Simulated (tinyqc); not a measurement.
Worked calculation: avalanche multiplication and breakdown of a junction from ionisation integrals. Computed by tinyqc, a small Python program that keeps every step. Command: `OMP_NUM_THREADS=1 python tinyqc.py 3021090 3021091 out.jsonl impact walk`. One thread of a shared host (Intel(R) Xeon(R) Processor @ 2.30GHz), about 0.01 s of CPU time with the checks. Intermediate numbers are printed to about 7 digits and carried at full precision; extremes and crossings named in words are read from the listed rows.

Ionisation coefficients follow the local field. Position x runs through the depletion layer from the p side (x = 0), where electrons enter, to the n side (x = w), where holes enter. The built-in voltage is neglected.

Inputs (values chosen for the exercise, modelled on 4H-SiC):
```
quantity                                        value    unit
electron prefactor a_n                       1.93e+08    1/cm
electron field b_n                           3.38e+07    V/cm
hole prefactor a_p                           3.62e+08    1/cm
hole field b_p                               2.54e+07    V/cm
exponent c                                          1       -
permittivity eps                                  9.7       -
doping gradient a                             2.3e+21  1/cm^4
bias as a fraction of the breakdown voltage      0.77       -
```

Junction: linearly graded.

Constants: e = 1.602176634e-19 C; eps_0 = 8.8541878128e-12 F/m.

## Breakdown

alpha_n = a_n exp(-(b_n/F)^c), alpha_p = a_p exp(-(b_p/F)^c). Field F = F_m [1 - (2x/w - 1)^2], w = sqrt(8 eps eps_0 F_m/(e a)), V = (2/3) F_m w. With Phi(x) = int_0^x (alpha_n - alpha_p) dx': 1 - 1/M_n = I_n = int_0^w alpha_n exp(-Phi) dx and M_p = M_n exp(-Phi(w)); trapezoid rule on 401 even points; breakdown at I_n = 1. Solve I_n(F_m) = 1.

critical field F_m = 2.910164 MV/cm

width at breakdown = 2.329404 micrometre

breakdown voltage = 451.9299 V

## Coefficients at the critical field

The formulas are those given above.

alpha_n = 1743.649 1/cm

alpha_p = 58637.20 1/cm

ratio k = alpha_p/alpha_n = 33.62901

shorter ionisation length = 0.1705402 micrometre

Holes ionise more readily at the peak field.

## Field and integrand below breakdown

Bias V = fraction times the breakdown voltage.

peak field = 2.444807 MV/cm

Every 50th point:
```
x (micrometre)  F (MV/cm)  alpha_n (1/cm)  alpha_p (1/cm)            Phi   I_n up to x
0.000000         0.000000               0               0              0             0
0.266881         1.069603    3.644456e-06    1.759801e-02  -2.136613e-08  3.434314e-12
0.533763         1.833605    1.905174e+00    3.488582e+02  -1.643901e-03  7.082826e-06
0.800644         2.292007    7.604299e+01    5.570073e+03  -6.381716e-02  7.405933e-04
1.067526         2.444807    1.911350e+02    1.113432e+04  -3.019621e-01  5.470490e-03
1.334407         2.292007    7.604299e+01    5.570073e+03  -5.401070e-01  1.142441e-02
1.601289         1.833605    1.905174e+00    3.488582e+02  -6.022802e-01  1.267362e-02
1.868170         1.069603    3.644456e-06    1.759801e-02  -6.039241e-01  1.268655e-02
2.135052         0.000000               0               0  -6.039241e-01  1.268655e-02
```

## Multiplication and noise

M_n = 1/(1 - I_n), M_p = M_n exp(-Phi(w)); McIntyre excess noise for the carrier with the larger M, F_x = k M + (1 - k)(2 - 1/M), with k = (smaller M - 1)/(larger M - 1).

M_n = 1.012850

M_p = 1.852789

effective k = 0.01506770

excess noise factor = 1.466187

Injecting holes gives the larger gain and, at equal gain, the lower noise.

## Gain against bias and Miller's formula

Miller's exponent n is defined by 1 - 1/M = (V/V_B)^n for the larger M.

Gain:
```
V/V_B     V (V)  F_m (MV/cm)       M_n       M_p  Miller exponent n
0.50   225.9649     1.833289  1.000070    1.0147           6.109913
0.60   271.1579     2.070229  1.000674    1.0833           5.022689
0.70   316.3509     2.294296  1.004093    1.3400           3.845213
0.80   361.5439     2.507903  1.020958    2.2774           2.591245
0.90   406.7369     2.712767  1.128253    7.1531           1.429280
0.95   429.3334     2.812332  1.448054   20.5867           0.970779
0.98   442.8913     2.871231  2.566059   66.3297           0.751929
0.99   447.4106     2.890731  4.499566  144.9432           0.688849
```

The larger gain passes 2 between 0.700 and 0.800 of V_B and reaches 145 at 0.99. Miller's exponent runs from 0.69 to 6.1, so it is not a constant: a fit holds over a narrow range only. From the first row to the last the voltage grows by a factor 1.98 and the peak field by 1.58.

Checks made by the program: the hole form of the condition, int alpha_p exp(Phi(w) - Phi) dx = 1 (relative difference 2e-05).
